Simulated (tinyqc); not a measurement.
p-n heterojunction, non-linear Poisson equation by Newton steps, Boltzmann statistics: one step of the calculation.

One dimension, material 1 (p-type) at x < 0 and material 2 (n-type) at x > 0. Band edges: Ec = -psi in material 1 and -psi + dEc in material 2, Ev = Ec - Eg. Flat quasi-Fermi levels: 0 for holes, +V for electrons. n = Nc F((EFn - Ec)/Vt), p = Nv F((Ev - EFp)/Vt), with F(eta) = exp(eta) (Boltzmann statistics); full ionisation, no interface charge, classical densities; the doping types are chosen for the exercise.

Question. Band edges, densities and displacement. Ec, Ev, n and p as defined; D = a_k (psi_(k+1) - psi_k) on the interval that holds the interface.

Parameters, values chosen for the exercise; band and dielectric values close to those of amorphous and crystalline silicon: temperature T = 400 K; band gap of material 1 Eg1 = 1.72 eV; conduction-band density of states of material 1 Nc1 = 1.55e20 cm^-3; valence-band density of states of material 1 Nv1 = 1.54e20 cm^-3; band gap of material 2 Eg2 = 1.11 eV; conduction-band density of states of material 2 Nc2 = 4.34e19 cm^-3; valence-band density of states of material 2 Nv2 = 4.11e19 cm^-3; conduction-band offset Ec2 - Ec1 dEc = -0.14 eV; acceptor density of material 1 N1 = 2e17 cm^-3; donor density of material 2 N2 = 3e18 cm^-3; bias of side 1 against side 2 V = -3 V.

Constants: q = 1.602176634e-19 C, kB = 1.380649e-23 J/K, Vt = kB T/q. Results are converted to the units shown.

```
node  x (nm)  converged psi (V)  material
0       -315         -1.4909034         1
1       -138         -1.4676236         1
2      -59.3          0.0580252         1
3      -24.1          1.3552165         1
4      -8.51          2.0511634         1
5      -1.55          2.3859297         1
6       1.55          2.5404754         2
7       5.21          2.6663960         2
8       9.52          2.7391822         2
9       14.6          2.7624087         2
10      20.6          2.7671164         2
11      27.7          2.7678181         2
12      36.1          2.7679032         2
```

coupling a_i, interval 0 to 11 (F/cm^2): 5.9027919e-8  1.3275656e-7  2.9681652e-7  6.7016944e-7  1.5011410e-6  3.3559620e-6  2.8304371e-6  2.4035730e-6  2.0392519e-6  1.7265666e-6  1.4590704e-6  1.2332619e-6

Give: Ec; Ev; n; p; D.

Answer.

```
node  Ec (eV)  Ev (eV)  n (cm^-3)  p (cm^-3)
0       1.491   -0.229  4.050e-37   2.000e17
1       1.468   -0.252  7.957e-37   1.018e17
2      -0.058   -1.778  1.328e-17   0.006101
3      -1.355   -3.075     0.2931  2.764e-19
4      -2.051   -3.771    1.720e8  4.709e-28
5      -2.386   -4.106   2.840e12  2.852e-32
6      -2.680   -3.790   4.089e15  7.177e-29
7      -2.806   -3.916   1.578e17  1.860e-30
8      -2.879   -3.989   1.304e18  2.251e-31
9      -2.902   -4.012   2.558e18  1.147e-31
10     -2.907   -4.017   2.932e18  1.001e-31
11     -2.908   -4.018   2.993e18  9.808e-32
12     -2.908   -4.018   3.000e18  9.783e-32
```

D = 518.6 nC/cm^2

Numbers from tinyqc (`OMP_NUM_THREADS=1 python tinyqc.py 2040071 2040072 out.jsonl`; about 0.03 s on one thread of a shared Intel Xeon 2.30GHz).
